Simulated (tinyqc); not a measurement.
# MOSFET with velocity saturation and source resistance: what changes with what

Strong inversion, charge Q = Cox (Vg - m V) at channel potential V with Vg the gate overdrive, and drift velocity v = mu E/(1 + mu E/vsat). Integrating along the channel gives I = mu Cox (1/L)(Vg Vd - m Vd^2/2)/(1 + Vd/Vc) per width, Vc = vsat L/mu, which peaks at Vdsat. Units: I in uA/um, Rs in ohm um, so the drop over Rs is 1e-6 I Rs volts.

Inputs (values chosen for the exercise):
```
symbol  value        unit                       meaning
Cox      1.78     uF/cm^2              gate capacitance
mu0       300  cm^2/(V s)  mobility at low gate voltage
th        0.2         1/V          mobility degradation
vsat    8.5e6        cm/s           saturation velocity
m        1.37                               body factor
VT       0.47           V                     threshold
L        0.13          um                channel length
Rs         50      ohm um             source resistance
Vgs       1.2           V                  gate voltage
```

Each table varies one quantity; the others keep the values above.

## Effect of the channel length

Vg = Vgs - I Rs - VT (0 if negative), mu = mu0/(1 + th Vg), Vc = vsat L/mu, x = sqrt(1 + 2 Vg/(m Vc)), Vdsat = 2 Vg/(m (1 + x)), Isat = Cox vsat Vg (x - 1)/(x + 1) per width. I = Isat is solved self-consistently; gm = dI/dVgs; Vdsat is the intrinsic value. The velocity at the source is I/(Cox Vg).

Effect of the channel length:
```
L (um),Vc (V),Vdsat (V),Isat (uA/um),gm (uS/um),velocity at the source/vsat
0.03,0.096918,0.23260,578.58,986.92,0.54546
0.057,0.18432,0.28905,469.80,853.75,0.43949
0.11,0.35607,0.34894,354.40,692.67,0.32885
0.2,0.64795,0.40002,255.95,535.14,0.23587
0.39,1.2645,0.44763,164.22,367.49,0.15038
0.73,2.3682,0.48043,101.01,237.64,0.092091
1.4,4.5435,0.50291,57.692,140.71,0.052441
2.6,8.4398,0.51589,32.682,81.446,0.029656
5,16.233,0.52376,17.515,44.233,0.015877
```

As L goes from 0.03 to 5 um, Isat falls from 579 to 17.5 uA/um, Vdsat rises from 0.233 to 0.524 V and gm falls from 987 to 44.2 uS/um; the velocity at the source goes from 0.55 to 0.016 of vsat. Isat goes as L^(-0.32) between the first two rows and as L^(-0.95) between the last two. For L = 0.03 to 0.057 um the channel is so short that velocity overshoot and near-ballistic transport, left out here, matter.

## Effect of the saturation velocity

Same model as above.

Result of one run:
```
vsat (cm/s),Vc (V),Vdsat (V),Isat (uA/um),gm (uS/um),velocity at the source/vsat
1.1e7,0.5445,0.3841,363.4,743.8,0.2607
```

What becomes of these results when the saturation velocity vsat is changed from 1.1e7 to 7.8e6 cm/s, all else the same?

Result of the changed run:
```
vsat (cm/s),Vc (V),Vdsat (V),Isat (uA/um),gm (uS/um),velocity at the source/vsat
7.8e6,0.3863,0.3567,313.3,618.3,0.3159
```

The whole series:
```
vsat (cm/s),Vc (V),Vdsat (V),Isat (uA/um),gm (uS/um),velocity at the source/vsat
4e6,0.1983,0.2991,220.1,404.5,0.4300
5.6e6,0.2775,0.3286,265.7,506.0,0.3719
7.8e6,0.3863,0.3567,313.3,618.3,0.3159
1.1e7,0.5445,0.3841,363.4,743.8,0.2607
1.5e7,0.7423,0.4066,407.4,860.2,0.2150
2.1e7,1.039,0.4281,451.8,984.0,0.1709
3e7,1.483,0.4474,493.5,1106,0.1310
```

As vsat goes from 4e6 to 3e7 cm/s, Isat rises from 220 to 494 uA/um, Vdsat rises from 0.299 to 0.447 V and gm rises from 405 to 1110 uS/um; the velocity at the source goes from 0.43 to 0.13 of vsat. Isat goes as vsat^(0.56) between the first two rows and as vsat^(0.25) between the last two.

## Effect of the gate voltage

Same model as above.

Effect of the gate voltage:
```
Vgs (V),Vc (V),Vdsat (V),Isat (uA/um),gm (uS/um),velocity at the source/vsat
0.62,0.3793,0.09633,25.36,298.0,0.1127
0.88,0.3980,0.2286,136.1,522.0,0.2231
1.15,0.4173,0.3439,293.7,634.3,0.2918
1.41,0.4359,0.4435,467.6,698.6,0.3372
1.68,0.4550,0.5394,662.6,742.9,0.3721
1.94,0.4735,0.6268,859.9,773.2,0.3983
2.21,0.4926,0.7138,1072,796.7,0.4201
2.47,0.5109,0.7948,1281,814.1,0.4375
```

What does the table show?

As Vgs goes from 0.62 to 2.47 V, Isat rises from 25.4 to 1280 uA/um, Vdsat rises from 0.0963 to 0.795 V and gm rises from 298 to 814 uS/um; the velocity at the source goes from 0.11 to 0.44 of vsat. Against the overdrive Vgs - VT the current goes with exponent 1.67 at the start and 1.28 at the end (2 for the square law). With vsat made a thousand times larger the last exponent would be 1.64, which is what th and Rs alone leave. For Vgs = 2.21 to 2.47 V the channel charge passes 3 uC/cm^2, near what a silicon dioxide gate withstands.

Program tinyqc, `OMP_NUM_THREADS=1 python tinyqc.py 2500064 2500065 out.jsonl`; Intel Xeon 2.30GHz, shared host, one thread, about 0.01 s.
